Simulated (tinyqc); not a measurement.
# Changing the recovery time t_r

Model: bias-temperature instability from a Gaussian distribution of capture and emission barriers. Computed by tinyqc, a small Python program. Command: `OMP_NUM_THREADS=1 python tinyqc.py 3022694 3022695 out.jsonl bti sweep`. One thread of a shared host (Intel(R) Xeon(R) Processor @ 2.30GHz), about 0.03 s of CPU time with the checks.

Each trap has a capture time tau_0 exp(E_c/(k_B T)) under stress and an emission time tau_0 exp(E_e/(k_B T)) after it. E_c is Gaussian, and E_e = E_c + d with d Gaussian and independent. A trap counts as filled once t_s exceeds its capture time and as emptied once t_r exceeds its emission time.

Inputs (values chosen for the exercise, for a model p-channel transistor):
```
quantity,value,unit
shift with all traps filled V_max,120,mV
mean capture barrier at zero field mu_c,1.99,eV
spread of capture barriers sigma_c,0.32,eV
lowering of mu_c per field k_F,0.046,eV/(MV/cm)
oxide field F,6.6,MV/cm
"mean of E_e - E_c at the stress field, delta",0.033,eV
"spread of E_e - E_c, sigma_d",0.27,eV
time constant tau_0,4e-10,s
temperature T,60,C
stress time t_s,5000,s
```

Constants: k_B = 8.617333262e-05 eV/K.

Method:
- Demarcation energies E_s = k_B T ln(t_s/tau_0), E_r = k_B T ln(t_r/tau_0); mean barrier mu = mu_c - k_F F; z = (E_s - mu)/sigma_c; Phi is the standard normal distribution.
- Temperatures in kelvin are T(C) + 273.15.
- Shift without recovery dV0 = V_max Phi(z); local time exponent n = d ln dV0/d ln t_s = (k_B T/sigma_c) exp(-z^2/2)/(sqrt(2 pi) Phi(z)); apparent activation energy n E_s.
- Remaining shift dV = V_max int_(-infinity)^(E_s) g(E_c) [1 - Phi((E_r - E_c - delta)/sigma_d)] dE_c, g the Gaussian density of E_c (Gauss-Legendre, 120 points over 7 sigma_c below E_s).

One run for each value:
```
recovery time t_r (s),remaining shift dV (mV),remaining share dV/dV0,E_r (eV)
1.00e-07,0.6112,0.9859,0.1585
1.00e-05,0.5953,0.9602,0.2907
1.00e-03,0.5606,0.9042,0.4229
1.00e-01,0.4979,0.8031,0.5551
1.00e+01,0.4049,0.6532,0.6873
1.00e+03,0.2929,0.4724,0.8196
1.00e+05,0.1835,0.2960,0.9518
```

Describe and explain the trends.

Over the rows, remaining shift dV (mV) falls from 0.611 to 0.184 (exponent d ln y / d ln x -0.0057 between the first rows and -0.10 between the last); remaining share dV/dV0 falls from 0.986 to 0.296 (exponent d ln y / d ln x -0.0057 between the first rows and -0.10 between the last); E_r (eV) rises from 0.159 to 0.952 (exponent d ln y / d ln x 0.13 between the first rows and 0.032 between the last). Each decade of t_r moves E_r by k_B T ln 10 through a broad distribution, so recovery spreads over many decades.
